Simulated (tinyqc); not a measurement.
What moves the results: two-band k.p model of the X valleys of a zinc-blende crystal. A value that a table varies takes the place of the one given here.

k along the valley axis, counted from X, c = hbar^2/2m0, e = c k^2/ml. H = [[e - D/2, i P k], [-i P k, e + D/2]] with P^2 = D0 c/ml, so E = e -/+ sqrt(D^2/4 + D0 e). For D = 0 (diamond lattice) the bands cross at X.

With x = D/D0: for x < 1 the minima lie at k_m = sqrt(ml D0 (1 - x^2)/(4 c)), the hump at X has the height dE = (D0/4)(1 - x)^2 and the mass at the minimum is ml/(1 - x^2); the mass at X is ml/(1 - 1/x), negative for x < 1. For x > 1 the minimum is at X.

Thermal masses along the axis for one X point, lower band, E from the minimum, on 1601 points from -0.8 to 0.8 1/angstrom: density-of-states mass m_d = c I^2/(pi kT), I = integral of exp(-E/kT) dk; conductivity mass m_c = 2 c kT/<(dE/dk)^2> with central differences.

Constants: hbar^2/2m0 = 3.80998211 eV angstrom^2; kB = 8.617333262e-05 eV/K.

Inputs chosen for the exercise (of the order of those of GaP; the results hold for these values, not for the real material):

| symbol | value | unit | meaning |
|---|---|---|---|
| D0 | 0.484 | eV | coupling energy |
| ml | 0.85 | m0 | mass along the axis from remote bands |
| D | 0.321 | eV | splitting of the two conduction levels at X |
| T | 150 | K | temperature |

## From the diamond lattice to a polar crystal

D is varied at fixed D0 and ml.

Results:

| x | D (eV) | k_m (1/angstrom) | dE (meV) | mass at the minimum |
|---|---|---|---|---|
| 0.00 | 0.000 | 0.1643 | 121.00 | 0.850 |
| 0.30 | 0.145 | 0.1567 | 59.29 | 0.934 |
| 0.60 | 0.290 | 0.1314 | 19.36 | 1.328 |
| 0.80 | 0.387 | 0.0986 | 4.84 | 2.361 |
| 0.90 | 0.436 | 0.0716 | 1.21 | 4.474 |
| 1.10 | 0.532 | 0.0000 | 0.00 | 9.350 |
| 1.30 | 0.629 | 0.0000 | 0.00 | 3.683 |
| 2.00 | 0.968 | 0.0000 | 0.00 | 1.700 |
| 4.00 | 1.936 | 0.0000 | 0.00 | 1.133 |

At D = 0 the minima lie 0.1643 1/angstrom from X under a cusp of D0/4 = 121 meV, the pattern of silicon. The hump shrinks as (1 - x)^2, faster than k_m, so at x = 0.9 it is only 1.21 meV although k_m is still 44 % of its first value. The mass diverges at x = 1 from both sides (4.47 at 0.9, 9.35 at 1.1), where the band is quartic.

## Temperature

Thermal masses against T.

Results:

| T (K) | kT (meV) | m_d | m_c |
|---|---|---|---|
| 10 | 0.86 | 6.169 | 1.556 |
| 20 | 1.72 | 6.295 | 1.605 |
| 50 | 4.31 | 6.807 | 1.823 |
| 100 | 8.62 | 7.113 | 2.120 |
| 200 | 17.23 | 6.534 | 2.288 |
| 300 | 25.85 | 5.842 | 2.261 |
| 500 | 43.09 | 4.861 | 2.123 |

m_d goes from 6.169 to 4.861 and m_c goes from 1.556 to 2.123; m_d peaks in between, at 7.113 for 100 K among these rows; m_c peaks in between, at 2.288 for 200 K among these rows. The limits are 4 x 1.517 and 1.517 for kT far below dE = 13.72 meV, and ml = 0.85 for both at kT far above D0; near kT = dE the flat region between the minima can push both above the first limit. 

## What each parameter does

Shape of the lower band and thermal masses. Each row changes one parameter from the base and keeps the others.

Results:

| case | k_m (1/angstrom) | dE (meV) | m_d (m0) | m_c (m0) |
|---|---|---|---|---|
| base | 0.1230 | 13.724 | 6.891 | 2.250 |
| D = 0.3114 eV | 0.1258 | 15.388 | 6.637 | 2.126 |
| D0 = 0.4985 eV | 0.1276 | 15.801 | 6.665 | 2.121 |
| ml = 0.8245 m0 | 0.1211 | 13.724 | 6.684 | 2.182 |
| T = 154.5 K | 0.1230 | 13.724 | 6.861 | 2.256 |

The largest shifts from the base row, up to three for each result and ties (the steps differ in size, so this ranks the rows, not the parameters). k_m (1/angstrom): D0 +0.0046, D +0.0028, ml -0.0019; unchanged at the printed digits by T. dE (meV): D0 +2.077, D +1.664; unchanged at the printed digits by ml and T. m_d (m0): D -0.254, D0 -0.227, ml -0.207. m_c (m0): D0 -0.129, D -0.124, ml -0.067.

Program tinyqc; command `OMP_NUM_THREADS=1 python tinyqc.py 1850751 1850752 out.jsonl`; about 0.01 s on one thread of a shared Intel(R) Xeon(R) Processor @ 2.30GHz.
